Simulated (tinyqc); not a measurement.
Surface Green function of a dimerised chain, Sancho-Rubio decimation: two steps of the calculation.

A semi-infinite lead of cells 0, 1, 2, ... with H0 inside a cell and H1 = <cell i|H|cell i + 1>. Cell A, B with A at the surface; -t1 joins A and B, -t2 joins B to the next A. z = E + i eta.

Values chosen for this exercise:
- E = -0.64 eV (energy)
- eta = 0.0001 eV (broadening)

Question 1. Decimation. Start with e_s = e = H0, a = H1, b = H1^dagger. Each round: g = (z - e)^(-1); e_s <- e_s + a g b; e <- e + a g b + b g a; a <- a g a; b <- b g b (all with the old a, b). Round k joins cells 2^k apart.

H0 (eV):
```
       A      B
A      0  -2.33
B  -2.33      0
```

H1 (eV):
```
      A  B
A     0  0
B  -2.7  0
```

Find: g; e_s after round 1; e after round 1; a after round 1; b after round 1.

Answer 1.

g (1/eV):
```
                  A                 B
A  0.12751-0.00002i  0.46421-0.00001i
B  0.46421-0.00001i  0.12751-0.00002i
```

e_s after round 1 (eV):
```
                 A                B
A   0.0000+0.0000i  -2.3300+0.0000i
B  -2.3300+0.0000i   0.9295-0.0002i
```

e after round 1 (eV):
```
                 A                B
A   0.9295-0.0002i  -2.3300+0.0000i
B  -2.3300+0.0000i   0.9295-0.0002i
```

a after round 1 (eV):
```
                A               B
A  0.0000+0.0000i  0.0000+0.0000i
B  3.3841-0.0001i  0.0000+0.0000i
```

b after round 1 (eV):
```
                A               B
A  0.0000+0.0000i  3.3841-0.0001i
B  0.0000+0.0000i  0.0000+0.0000i
```

Question 2. Self-energy, Dyson check and densities of states. Sigma = H1 g_s H1^dagger is what the lead adds to one more cell, and (z - H0 - Sigma)^(-1) must give g_s back. Densities of states: -Im of the diagonals over pi.

H0 (eV):
```
       A      B
A      0  -2.33
B  -2.33      0
```

H1 (eV):
```
      A  B
A     0  0
B  -2.7  0
```

converged surface Green function g_s (1/eV):
```
                         A                       B
A  -0.24336609-0.27923296i  0.36232523-0.07668874i
B   0.36232523-0.07668874i  0.09951952-0.02108027i
```

converged bulk Green function (1/eV):
```
                        A                       B
A  0.00001864-0.24564821i  0.21455398+0.11955417i
B  0.21455398+0.11955417i  0.00001864-0.24564821i
```

Find: Sigma; (z - H0 - Sigma)^(-1); surface density of states; bulk density of states.

Answer 2.

Sigma (eV):
```
              A              B
A  0.000+0.000i   0.000+0.000i
B  0.000+0.000i  -1.774-2.036i
```

(z - H0 - Sigma)^(-1) (1/eV):
```
                 A               B
A  -0.2434-0.2792i  0.3623-0.0767i
B   0.3623-0.0767i  0.0995-0.0211i
```

```
orbital  surface density of states (1/eV)  bulk density of states (1/eV)
A                                 0.08888                        0.07819
B                                 0.00671                        0.07819
```

Computed by the program tinyqc: `OMP_NUM_THREADS=1 python tinyqc.py 2680041 2680042 out.jsonl`, one thread of a shared Intel Xeon 2.30GHz, about 0.04 s for the whole run.
